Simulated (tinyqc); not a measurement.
Finite-difference solution of the diffusion equation on a small grid: one step, computed by the program tinyqc. Command: `OMP_NUM_THREADS=1 python tinyqc.py 3021454 3021455 out.jsonl fdiff walk`. One thread of a shared host (Intel(R) Xeon(R) Processor @ 2.30GHz), about 0.01 s of CPU time with the checks.

dC/dt = D d2C/dx2 on nodes x_j = j dx, j = 0..7; the far end is sealed.

Problem. Amplification factors. The mode of M with eigenvalue mu has its amplitude multiplied per step by g = (1 + (1 - theta) r mu)/(1 - theta r mu), with theta = 0 explicit, 1 implicit, 1/2 Crank-Nicolson; the explicit scheme is stable for r up to 2/|mu_min|.

Boundary at x = 0: fixed surface value. Scheme: Crank-Nicolson.

operator M:
```
   0   1   2   3   4   5   6   7
0  0   0   0   0   0   0   0   0
1  1  -2   1   0   0   0   0   0
2  0   1  -2   1   0   0   0   0
3  0   0   1  -2   1   0   0   0
4  0   0   0   1  -2   1   0   0
5  0   0   0   0   1  -2   1   0
6  0   0   0   0   0   1  -2   1
7  0   0   0   0   0   0   2  -2
```

mesh ratio r = 0.4608

Give: eigenvalues mu of M; factors g; largest stable r of the explicit scheme.

Solution.

eigenvalues mu of M: -3.950  -3.564  -2.868  -2.000  -1.132  -0.436  -0.050  0.000

factors g: 0.047  0.098  0.204  0.369  0.586  0.817  0.977  1.000

largest stable r of the explicit scheme = 0.5063

The smallest factor is 0.047: no mode changes sign, and all decay but one with mu = 0 where there is such a mode.
